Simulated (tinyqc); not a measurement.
What each parameter does: ellipsoidal valleys in the axes of a wafer and a channel.

Valleys with axes a along x, y and z, two valleys each; inverse mass tensor w = 1/mt + (1/ml - 1/mt) a a. Device axes: z = nz/|nz|, x = nx/|nx|, y = z cross x; in them a = (ax, ay, az). Confinement mass mz = 1/w_zz. In the plane w_ij is replaced by u_ij = w_ij - w_iz w_jz/w_zz (i, j = x, y); density-of-states mass md = 1/sqrt(det u); conductivity mass along x mc = 1/u_xx; ballistic transport mass mx = u_yy/det u, width mass my = 1/u_yy.

Hard walls: E_n = c (n pi/t)^2/mz, c = hbar^2/2m0, n = 1, 2, 3. Non-degenerate share of a valley proportional to md sum_n exp(-E_n/kT); mean 1/mc = sum of share/mc. 1 nm = 10 angstrom.

Constants: hbar^2/2m0 = 3.80998211 eV angstrom^2; kB = 8.617333262e-05 eV/K.

Parameters, chosen for this exercise (near those of the Delta valleys of Si; shifted at random, so the results belong to these values and not to a real crystal):
```
symbol  value       unit  meaning
ml      0.922       m0    longitudinal mass
mt      0.187       m0    transverse mass
nz      (1, 1, 0)         surface normal (confinement)
nx      (1, -1, 0)        channel direction
t       6.2         nm    thickness of the film
T       400         K     temperature
```

Lowest E1, its share and the mean conductivity mass. Each row changes one parameter from the base and keeps the others.

Results:
```
case           lowest E1 (meV)   share  mean mc (m0)
base                     31.46  0.7496        0.3716
ml = 1.014 m0            30.98  0.7513        0.3874
mt = 0.168 m0            34.42  0.7620        0.3553
t = 5.58 nm              38.84  0.7713        0.3826
T = 360 K                31.46  0.7598        0.3767
```

The largest shifts from the base row, up to three for each result and ties (the steps differ in size, so this ranks the rows, not the parameters). lowest E1 (meV): t +7.38, mt +2.96, ml -0.48; unchanged at the printed digits by T. share: t +0.0217, mt +0.0124, T +0.0102. mean mc (m0): mt -0.0164, ml +0.0158, t +0.0109.

Program tinyqc; command `OMP_NUM_THREADS=1 python tinyqc.py 1880506 1880507 out.jsonl`; about 0.01 s on one thread of a shared Intel(R) Xeon(R) Processor @ 2.30GHz.
